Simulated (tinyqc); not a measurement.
From one set of inputs to another, one input at a time: charge control and current of a heterostructure field-effect transistor. Computed by tinyqc, a small Python program. Command: `OMP_NUM_THREADS=1 python tinyqc.py 3031024 3031025 out.jsonl hemt ladder`. One thread of a shared host (Intel(R) Xeon(R) Processor @ 2.30GHz), about 0.02 s of CPU time with the checks.

Two subbands in a triangular well; E_F is counted from the conduction band edge of the channel at the interface.

The inputs printed are set A. Inputs not listed in the table keep their values of set A, so the rows need not describe a real material.

Inputs (values chosen for the exercise, modelled on AlGaN/GaN):
```
quantity                                  value        unit
channel mass m                              0.2         m_0
permittivity eps (barrier and channel)     9.29           -
barrier thickness d                          20          nm
Schottky barrier phi_B                      1.3          eV
conduction band offset dE_c                0.36          eV
polarisation charge sigma/e             1.3e+13      1/cm^2
gate voltage V_G                              0           V
mobility mu                                1600  cm^2/(V s)
saturation velocity v_s                     1.1    1e7 cm/s
gate length L                               180          nm
source resistance R_S                      0.12      ohm mm
temperature T                               300           K
mixing                                      0.5           -
iteration cap                               200           -
```

Charge source: polarisation. Velocity law: two-piece.

Constants: e = 1.602176634e-19 C; eps_0 = 8.8541878128e-12 F/m; k_B = 8.617333262e-05 eV/K; hbar = 1.054571817e-34 J s; m_0 = 9.1093837015e-31 kg; k_B = 1.380649e-23 J/K.

Method:
- Threshold V_T = phi_B - dE_c - sigma d/(eps eps_0) (in volts); C_b = eps eps_0/d.
- Charge control: n_s = C_b (V_G - V_T - E_F/e)/e. Well: mean field F = e n_s/(2 eps eps_0), E_i = (hbar^2/2m)^(1/3) [(3 pi e F/2)(i + 3/4)]^(2/3), i = 0, 1; n_s = D k_B T sum_i ln(1 + exp((E_F - E_i)/k_B T)), D = m/(pi hbar^2), which is solved in closed form for E_F.
- Iteration from n_s = C_b (V_G - V_T)/(2e): E_F from n_s, n_out from the charge control, n_new = n_s + mixing (n_out - n_s), kept above n_s/10; stop when |n_out/n_s - 1| < 1e-9.
- C_g = e dn_s/dV_G = 1/(1/C_b + 1/C_q), 1/C_q = d(E_F/e)/d(e n_s) by a central difference of +/- 0.1 % in n_s; added distance dd = eps eps_0/C_q.
- With V = e n_s/C_g and V_c = v_s L/mu: for v = mu F up to v_s, I/W = C_g v_s V_c (sqrt(1 + (V/V_c)^2) - 1) and V_Dsat = V + V_c - sqrt(V^2 + V_c^2); g_m = dI/dV; extrinsic g_m/(1 + g_m R_S); f_T = g_m/(2 pi C_g L).

Each row keeps all changes above it:
```
input moved                             from    to  saturation current I/W (mA/mm)  intrinsic f_T (GHz)  gate capacitance C_g (microfarad/cm^2)
set A                                      -     -                          1639.0               97.216                                 0.38071
conduction band offset dE_c (eV)        0.36  0.31                          1618.1               97.215                                 0.38063
source resistance R_S (ohm mm)          0.12  0.65                          1618.1               97.215                                 0.38063
mobility mu (cm^2/(V s))                1600  1400                          1610.9               97.200                                 0.38063
permittivity eps (barrier and channel)  9.29  9.76                          1583.1               97.192                                 0.39889
barrier thickness d (nm)                  20   8.4                           786.3               96.279                                 0.83464
gate length L (nm)                       180  1300                           366.8                9.362                                 0.83464
saturation velocity v_s (1e7 cm/s)       1.1   1.2                           375.4                9.745                                 0.83464
```

Saturation current I/W goes from 1640 to 375, a factor 0.229 in all. The largest single move comes from gate length L (a factor 0.466). Intrinsic f_T goes from 97.2 to 9.75, a factor 0.100 in all. The largest single move comes from gate length L (a factor 0.0972). Gate capacitance C_g goes from 0.381 to 0.835, a factor 2.19 in all. The largest single move comes from barrier thickness d (a factor 2.09). The single moves hold for this order of the switches; the total does not depend on the order.

Caution (rows set A, conduction band offset dE_c, source resistance R_S, mobility mu, permittivity eps (barrier and channel)): E_F lies above the conduction band minimum of the barrier, so electrons would spill into the barrier.

Extremes, crossings and ranges named in words are read from the listed rows.
